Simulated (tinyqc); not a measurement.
From a target to a composition: model-solid line-up of a strained alloy layer on a substrate. Two cases, with inputs chosen for the exercise.

Problem. A layer of the alloy is strained to the substrate, and its gap (Ec minus the top valence edge) is given. Find x between 0.55 and 0.98, where the gap is monotonic.

All values of the alloy are linear in x but the gap, Eg(x) = (1 - x) Eg_A + x Eg_B - C x (1 - x), and the valence edge, Ev(x) = (1 - x) Ev_A + x Ev_B + fv C x (1 - x); Ec = Ev + Eg. Ev is the top of the unstrained valence band on a scale common to all materials. In the layer only the Gamma valley of the conduction band is followed, also where an X or L valley would lie lower.

Coherent growth on a (001) face: e_par = (a_s - a)/a, e_perp = -2 (C12/C11) e_par; exx = eyy = e_par, ezz = e_perp, no shear.

Strained edges: Ec + ac tr(e); the valence edges are Ev plus the levels of the 6 x 6 matrix of X, Y, Z times spin with -Dso/3 + l exx + m (eyy + ezz) on the diagonal (cyclic), n exy off it, l = av + 2 b, m = av - b, n = sqrt(3) d. Spin-orbit term (Dso/3) L.sigma on X, Y, Z with (L_k)_ij = -i epsilon_kij: <X+|H|Y+> = -i Dso/3, <X+|H|Z-> = Dso/3, <Y+|H|Z-> = -i Dso/3, <Z+|H|X-> = -Dso/3, <Z+|H|Y-> = i Dso/3, <X-|H|Y-> = i Dso/3, and their conjugates; + and - are the spin along z.

Find: x; e_par; gap of the relaxed alloy.

Case 1.

Values chosen (A near AlAs, B near InAs, substrate near InAs; not measured data): a = (5.665, 6.051) angstrom (lattice constant of A, B); Eg = (3.093, 0.42) eV (gap at Gamma to the s-like level of A, B); Dso = (0.282, 0.392) eV (spin-orbit splitting of A, B); Ev = (-1.34, -0.6) eV (top of the unstrained valence band of A, B); ac = (-5.56, -5.02) eV (conduction deformation potential of A, B); av = (2.46, 0.99) eV (valence hydrostatic potential of A, B); b = (-2.31, -1.81) eV (tetragonal shear potential of A, B); d = (-3.36, -3.65) eV (trigonal shear potential of A, B); C11 = (126.2, 82.2) GPa (of A, B); C12 = (53.4, 45.8) GPa (of A, B); C44 = (54.9, 40.1) GPa (of A, B); C = 0.678 eV (bowing of the gap); fv = 0 (share of the bowing taken by the valence edge); a_s = 6.051 angstrom (substrate); face = 001 (growth face).

strained gap = 0.805535 eV

Solution.

x = 0.730
e_par = 1.753 %
gap of the relaxed alloy = 1.008 eV

Bisect on x; the strained gap is 1.0711 eV at x = 0.55 and 0.4482 eV at x = 0.98.

Case 2.

Values chosen (A near AlAs, B near InAs, substrate near InAs; not measured data): a = (5.666, 6.053) angstrom (lattice constant of A, B); Eg = (3.111, 0.419) eV (gap at Gamma to the s-like level of A, B); Dso = (0.282, 0.395) eV (spin-orbit splitting of A, B); Ev = (-1.33, -0.6) eV (top of the unstrained valence band of A, B); ac = (-5.66, -5.13) eV (conduction deformation potential of A, B); av = (2.46, 1) eV (valence hydrostatic potential of A, B); b = (-2.33, -1.77) eV (tetragonal shear potential of A, B); d = (-3.39, -3.56) eV (trigonal shear potential of A, B); C11 = (126.1, 83.3) GPa (of A, B); C12 = (52.7, 45.9) GPa (of A, B); C44 = (53.8, 39.5) GPa (of A, B); C = 0.814 eV (bowing of the gap); fv = 0.2 (share of the bowing taken by the valence edge); a_s = 6.053 angstrom (substrate); face = 001 (growth face).

strained gap = 0.851591 eV

Solution.

x = 0.680
e_par = 2.089 %
gap of the relaxed alloy = 1.103 eV

Bisect on x; the strained gap is 1.0410 eV at x = 0.55 and 0.4448 eV at x = 0.98.

Computed by tinyqc, one run a case: `OMP_NUM_THREADS=1 python tinyqc.py N N+1 out.jsonl` with N = 1050721, 1050940; one thread of a shared Intel(R) Xeon(R) Processor @ 2.30GHz, about 0.02 s a run at most.
